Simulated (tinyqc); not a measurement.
Resistance of a source-drain extension with a graded tip: one step of the calculation.

y runs along the channel, the gate covers y > 0. The doping is N0 for y < y0 and N0 10^(-(y - y0)/la) beyond, uniform over the depth xj. Sheet conductance s(y) = q mu(N) max(N - Nch, 0) xj + (for y > 0) ma Cox Vo, with mu(N) = u0 + (u1 - u0)/(1 + (N/Nr)^au) and Cox = eps0 eox/tox. Current is taken as one-dimensional; depletion of the tip, spreading and the contact are left out. The metallurgical junction lies at yj, where N = Nch.

Question. Sheet resistances and junction position. yj = y0 + la log10(N0/Nch); sheet resistance of the full extension 1/[q mu(N0)(N0 - Nch) xj] and of the gate-induced layer 1/(ma Cox Vo); metallurgical length Lg - 2 yj; ye is where the doped and the gate-induced conductances are equal.

Parameters, values chosen for the exercise; mobility law close to that of electrons in silicon:
```
symbol,value,unit,meaning
eox,24.9,,relative permittivity of the gate insulator (close to zirconium oxide)
tox,4.2,nm,insulator thickness
N0,1.5e20,cm^-3,active doping of the extension far from the gate
la,4.3,nm/decade,lateral abruptness
y0,2.8,nm,position under the gate where the fall begins (gate edge at 0)
xj,22,nm,depth of the extension
Nch,1.9e18,cm^-3,channel doping
Vo,0.43,V,gate overdrive
ma,90,cm^2/(V s),mobility of the gate-induced layer
u1,1414,cm^2/(V s),mobility at low doping
u0,68.5,cm^2/(V s),mobility at high doping
Nr,9.2e16,cm^-3,reference doping
au,0.711,,exponent
Lg,30,nm,gate length
```

Constants: q = 1.602176634e-19 C, eps0 = 8.8541878128e-14 F/cm where lengths are in cm. Results are converted to the units shown.

Find: yj; sheet resistance of the extension; sheet resistance of the induced layer; metallurgical length; ye; N at ye.

Answer.

yj = 10.959 nm
sheet resistance of the extension = 253.86 ohm/square
sheet resistance of the induced layer = 4922.6 ohm/square
metallurgical length = 8.0829 nm
ye = 8.7331 nm
N at ye = 6.2561e18 cm^-3

The gate takes over 2.23 nm before the junction, where N is still 3.29 times the channel doping.

tinyqc, about 0.03 s, one thread, Intel Xeon 2.30GHz (shared host): `OMP_NUM_THREADS=1 python tinyqc.py 2282248 2282249 out.jsonl`
